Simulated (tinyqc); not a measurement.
What moves the results: strained quantum well: band edges, subbands and transparency. A value that a table varies takes the place of the one given here.

Growth on (001), barriers unstrained: tr(e) = e (2 - nu2), Z = b e (1 + nu2); Ec = Ev + Eg + ac tr(e), E_HH = Ev + av tr(e) + Z, E_LH = Ev + av tr(e) - Z (coupling to the split-off band left out).

Masses along z: me, 1/(g1 - 2 g2) for HH, 1/(g1 + 2 g2) for LH, likewise in the barrier; in the plane me, 1/(g1 + g2) for HH and 1/(g1 - g2) for LH (no mixing, which understates the hole masses away from k = 0). Level n solves k L + 2 atan[(k/m)/(kappa/mb)] = n pi, k = sqrt(m E/c), kappa = sqrt(mb (V - E)/c), c = hbar^2/2m0.

Transparency (Bernard-Duraffourg): Fc - Fv equals the lowest transition energy with n = p, n = sum m/(2 pi c) kB T ln(1 + exp((Fc - E)/kB T)) and p likewise over the listed subbands; c = hbar^2/2m0, 1/angstrom^2 = 1e16/cm^2.

Constants: hbar^2/2m0 = 3.80998211 eV angstrom^2; kB = 8.617333262e-05 eV/K; hc = 1239.841984 eV nm.

Inputs chosen for the exercise (near those of a GaAsP/AlGaAs well; not measured data):

| symbol | value | unit | meaning |
|---|---|---|---|
| nu2 | 0.918 |  | 2 C12/C11 |
| Eg | 1.645 | eV | unstrained gap of the well |
| Ev | -0.885 | eV | its valence edge |
| ac | -7.36 | eV |  |
| av | 1.26 | eV | Ev moves by av tr(e) |
| b | -1.93 | eV | shear potential |
| Egb | 1.92 | eV | gap of the barrier |
| Evb | -1 | eV | its valence edge |
| L | 42 | angstrom | well width |
| me | 0.0783 | m0 | electron mass |
| g1 | 6.45 |  | gamma1 |
| g2 | 1.78 |  | gamma2 |
| meb | 0.1 | m0 |  |
| g1b | 5.7 |  |  |
| g2b | 1.6 |  |  |
| T | 300 | K | temperature |
| es | (-0.014, -0.008, -0.003, 0, 0.003, 0.007, 0.012) |  | strains |
| e | 0.0065 |  | strain in the plane |
| Ls | (30, 40, 55, 70, 90, 120) | angstrom | widths |

## Strain as a design knob

Only the strain is changed; the unstrained gap and the masses are kept.

Results:

| e (%) | wavelength (nm) | top hole | hh1 - lh1 (meV) | n_tr (1e12/cm^2) | share in top |
|---|---|---|---|---|---|
| -1.4 | 694 | hh1 | 104 | 0.758 | 0.91 |
| -0.8 | 700 | hh1 | 73 | 0.789 | 0.83 |
| -0.3 | 707 | hh1 | 45 | 0.859 | 0.69 |
| 0.0 | 712 | hh1 | 27 | 0.938 | 0.56 |
| 0.3 | 717 | hh1 | 9 | 1.058 | 0.42 |
| 0.7 | 731 | lh1 | -15 | 1.062 | 0.73 |
| 1.2 | 755 | lh1 | -46 | 0.979 | 0.89 |

n_tr is largest at e = +0.7 % (1.06), where hh1 - lh1 = -15 meV and the top subband holds 73 % of the holes, and smallest, 0.76, at -1.4 %. The top hole level turns from hh to lh, and the light from TE to TM, between +0.3 and +0.7 %. The wavelength runs from 694 to 755 nm.

## Width of the well

All levels anew.

Results:

| L (angstrom) | wavelength (nm) | top hole | hh1 - lh1 (meV) | n_tr (1e12/cm^2) | share in top | n_tr/L (1e18/cm^3) |
|---|---|---|---|---|---|---|
| 30 | 708 | lh1 | -3 | 1.105 | 0.66 | 3.68 |
| 40 | 726 | lh1 | -11 | 1.080 | 0.70 | 2.70 |
| 55 | 745 | lh1 | -20 | 1.062 | 0.74 | 1.93 |
| 70 | 757 | lh1 | -27 | 1.062 | 0.75 | 1.52 |
| 90 | 768 | lh1 | -33 | 1.096 | 0.74 | 1.22 |
| 120 | 777 | lh1 | -38 | 1.208 | 0.68 | 1.01 |

The wavelength tunes by 69 nm. The sheet density at transparency changes from 1.10 to 1.21, the top hole subband holding 0.66 and 0.68 of the holes at the ends, while the volume density falls by a factor 3.7. Critical thickness and carrier escape are left out.

## What each parameter does

Edge wavelength, hh1 - lh1 and n_tr. Each row changes one parameter from the base and keeps the others.

Results:

| case | wavelength (nm) | hh1 - lh1 (meV) | n_tr (1e12/cm^2) |
|---|---|---|---|
| base | 728.7 | -12.2 | 1.074 |
| L = 52 angstrom | 741.4 | -18.5 | 1.067 |
| e = 0.0045 | 719.9 | 0.0 | 1.134 |
| Eg = 1.625 eV | 735.9 | -12.2 | 1.074 |
| b = -2.22 eV | 730.0 | -18.4 | 1.050 |
| ac = -6.62 eV | 726.9 | -12.2 | 1.074 |
| me = 0.0861 m0 | 729.4 | -12.2 | 1.138 |
| g1 = 6.84 | 728.5 | -12.8 | 1.041 |
| T = 340 K | 728.7 | -12.2 | 1.229 |

The largest shifts from the base row, up to three for each result and ties (the steps differ in size, so this ranks the rows, not the parameters). wavelength (nm): L +12.7, e -8.8, Eg +7.1; unchanged at the printed digits by T. hh1 - lh1 (meV): e +12.2, L -6.3, b -6.1; unchanged at the printed digits by Eg, ac, me and T. n_tr (1e12/cm^2): T +0.155, me +0.063, e +0.060; unchanged at the printed digits by Eg and ac.

Computed by tinyqc, a small Python program: `OMP_NUM_THREADS=1 python tinyqc.py 1282790 1282791 out.jsonl` (the numbers bound the seed that draws the inputs); one thread of a shared host (Intel(R) Xeon(R) Processor @ 2.30GHz), about 0.01 s for the whole set of steps.
